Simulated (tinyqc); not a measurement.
Worked calculation: UHF in the sto-6g basis, for BeH+, spin multiplicity 1. One step of it, computed by the program tinyqc.

Problem. Iteration 4: building the Fock matrix. J_ij = sum D_kl (ij|kl) with D = D(alpha) + D(beta), K_ij = sum D_kl (ik|jl) for each spin; F = H + J - K(s); E = tr D H + tr D J / 2 - 0.5 sum_s tr D(s) K(s) + E_nn.

D(alpha) after iteration 3, order 1Be 1s, 1Be 2s, 1Be 2px, 1Be 2py, 1Be 2pz, 2H 1s:
$$\begin{pmatrix}
1.026641 & -0.078879 & -0.008246 & 0.003382 & -0.060812 & -0.092806 \\
-0.078879 & 0.255680 & 0.022329 & -0.009158 & 0.154364 & 0.252177 \\
-0.008246 & 0.022329 & 0.001952 & -0.000801 & 0.013499 & 0.022043 \\
0.003382 & -0.009158 & -0.000801 & 0.000328 & -0.005537 & -0.009041 \\
-0.060812 & 0.154364 & 0.013499 & -0.005537 & 0.093370 & 0.152447 \\
-0.092806 & 0.252177 & 0.022043 & -0.009041 & 0.152447 & 0.248947
\end{pmatrix}$$

D(beta) after iteration 3, order 1Be 1s, 1Be 2s, 1Be 2px, 1Be 2py, 1Be 2pz, 2H 1s:
$$\begin{pmatrix}
1.026641 & -0.078879 & 0.008246 & -0.003382 & -0.060812 & -0.092806 \\
-0.078879 & 0.255680 & -0.022329 & 0.009158 & 0.154364 & 0.252177 \\
0.008246 & -0.022329 & 0.001952 & -0.000801 & -0.013499 & -0.022043 \\
-0.003382 & 0.009158 & -0.000801 & 0.000328 & 0.005537 & 0.009041 \\
-0.060812 & 0.154364 & -0.013499 & 0.005537 & 0.093370 & 0.152447 \\
-0.092806 & 0.252177 & -0.022043 & 0.009041 & 0.152447 & 0.248947
\end{pmatrix}$$

core Hamiltonian H = T + V (hartree), order 1Be 1s, 1Be 2s, 1Be 2px, 1Be 2py, 1Be 2pz, 2H 1s:
$$\begin{pmatrix}
-8.386285 & -1.970238 & 0.000000 & 0.000000 & -0.023496 & -0.769006 \\
-1.970238 & -2.478303 & 0.000000 & 0.000000 & -0.164831 & -1.387788 \\
0.000000 & 0.000000 & -1.993266 & 0.000000 & 0.000000 & 0.000000 \\
0.000000 & 0.000000 & 0.000000 & -1.993266 & 0.000000 & 0.000000 \\
-0.023496 & -0.164831 & 0.000000 & 0.000000 & -2.124612 & -1.361894 \\
-0.769006 & -1.387788 & 0.000000 & 0.000000 & -1.361894 & -2.207981
\end{pmatrix}$$

Two-electron integrals (ij|kl) in chemists' order, unique and non-zero (hartree):
```
(11|11) 2.299996   (21|11) 0.361879   (21|21) 0.071926   (22|11) 0.570332
(22|21) 0.139654   (22|22) 0.417773   (31|31) 0.015252   (32|31) 0.022555
(32|32) 0.092340   (33|11) 0.570332   (33|21) 0.139654   (33|22) 0.417773
(33|33) 0.450117   (41|41) 0.015252   (42|41) 0.022555   (42|42) 0.092340
(43|43) 0.024258   (44|11) 0.570332   (44|21) 0.139654   (44|22) 0.417773
(44|33) 0.401601   (44|44) 0.450117   (51|51) 0.015252   (52|51) 0.022555
(52|52) 0.092340   (53|53) 0.024258   (54|54) 0.024258   (55|11) 0.570332
(55|21) 0.139654   (55|22) 0.417773   (55|33) 0.401601   (55|44) 0.401601
(55|55) 0.450117   (61|11) 0.144535   (61|21) 0.027782   (61|22) 0.053319
(61|33) 0.052889   (61|44) 0.052889   (61|51) 0.002724   (61|52) 0.005135
(61|55) 0.054179   (61|61) 0.011342   (62|11) 0.269169   (62|21) 0.066496
(62|22) 0.208218   (62|33) 0.201309   (62|44) 0.201309   (62|51) 0.009279
(62|52) 0.049087   (62|55) 0.222034   (62|61) 0.027977   (62|62) 0.140985
(63|31) 0.007330   (63|32) 0.030922   (63|53) 0.009149   (63|63) 0.015211
(64|41) 0.007330   (64|42) 0.030922   (64|54) 0.009149   (64|64) 0.015211
(65|11) 0.264781   (65|21) 0.066404   (65|22) 0.217746   (65|33) 0.205142
(65|44) 0.205142   (65|51) 0.015358   (65|52) 0.077551   (65|55) 0.242952
(65|61) 0.029664   (65|62) 0.169473   (65|65) 0.213962   (66|11) 0.433111
(66|21) 0.109255   (66|22) 0.374686   (66|33) 0.348205   (66|44) 0.348205
(66|51) 0.020318   (66|52) 0.128580   (66|55) 0.427645   (66|61) 0.048107
(66|62) 0.306834   (66|65) 0.395354   (66|66) 0.774999
```

nuclear repulsion = 1.76098905 hartree

Give: Coulomb J; exchange K(alpha); exchange K(beta); F(alpha); F(beta); total energy of this density.

Solution.

Coulomb J (hartree), order 1Be 1s, 1Be 2s, 1Be 2px, 1Be 2py, 1Be 2pz, 2H 1s:
$$\begin{pmatrix}
5.604 & 0.970 & 0.000 & 0.000 & 0.038 & 0.394 \\
0.970 & 1.930 & 0.000 & 0.000 & 0.210 & 1.097 \\
0.000 & 0.000 & 1.900 & 0.000 & 0.000 & 0.000 \\
0.000 & 0.000 & 0.000 & 1.899 & 0.000 & 0.000 \\
0.038 & 0.210 & 0.000 & 0.000 & 1.991 & 1.212 \\
0.394 & 1.097 & 0.000 & 0.000 & 1.212 & 2.121
\end{pmatrix}$$

exchange K(alpha) (hartree), order 1Be 1s, 1Be 2s, 1Be 2px, 1Be 2py, 1Be 2pz, 2H 1s:
$$\begin{pmatrix}
2.315 & 0.371 & 0.000 & 0.000 & 0.001 & 0.152 \\
0.371 & 0.310 & 0.015 & -0.006 & 0.217 & 0.356 \\
0.000 & 0.015 & 0.060 & 0.000 & 0.010 & 0.016 \\
0.000 & -0.006 & 0.000 & 0.059 & -0.004 & -0.006 \\
0.001 & 0.217 & 0.010 & -0.004 & 0.241 & 0.346 \\
0.152 & 0.356 & 0.016 & -0.006 & 0.346 & 0.571
\end{pmatrix}$$

exchange K(beta) (hartree), order 1Be 1s, 1Be 2s, 1Be 2px, 1Be 2py, 1Be 2pz, 2H 1s:
$$\begin{pmatrix}
2.315 & 0.371 & 0.000 & 0.000 & 0.001 & 0.152 \\
0.371 & 0.310 & -0.015 & 0.006 & 0.217 & 0.356 \\
0.000 & -0.015 & 0.060 & 0.000 & -0.010 & -0.016 \\
0.000 & 0.006 & 0.000 & 0.059 & 0.004 & 0.006 \\
0.001 & 0.217 & -0.010 & 0.004 & 0.241 & 0.346 \\
0.152 & 0.356 & -0.016 & 0.006 & 0.346 & 0.571
\end{pmatrix}$$

F(alpha) (hartree), order 1Be 1s, 1Be 2s, 1Be 2px, 1Be 2py, 1Be 2pz, 2H 1s:
$$\begin{pmatrix}
-5.097 & -1.371 & 0.000 & 0.000 & 0.014 & -0.527 \\
-1.371 & -0.858 & -0.015 & 0.006 & -0.171 & -0.647 \\
0.000 & -0.015 & -0.153 & 0.000 & -0.010 & -0.016 \\
0.000 & 0.006 & 0.000 & -0.153 & 0.004 & 0.006 \\
0.014 & -0.171 & -0.010 & 0.004 & -0.375 & -0.496 \\
-0.527 & -0.647 & -0.016 & 0.006 & -0.496 & -0.658
\end{pmatrix}$$

F(beta) (hartree), order 1Be 1s, 1Be 2s, 1Be 2px, 1Be 2py, 1Be 2pz, 2H 1s:
$$\begin{pmatrix}
-5.097 & -1.371 & 0.000 & 0.000 & 0.014 & -0.527 \\
-1.371 & -0.858 & 0.015 & -0.006 & -0.171 & -0.647 \\
0.000 & 0.015 & -0.153 & 0.000 & 0.010 & 0.016 \\
0.000 & -0.006 & 0.000 & -0.153 & -0.004 & -0.006 \\
0.014 & -0.171 & 0.010 & -0.004 & -0.375 & -0.496 \\
-0.527 & -0.647 & 0.016 & -0.006 & -0.496 & -0.658
\end{pmatrix}$$

total energy of this density = -14.81612 hartree
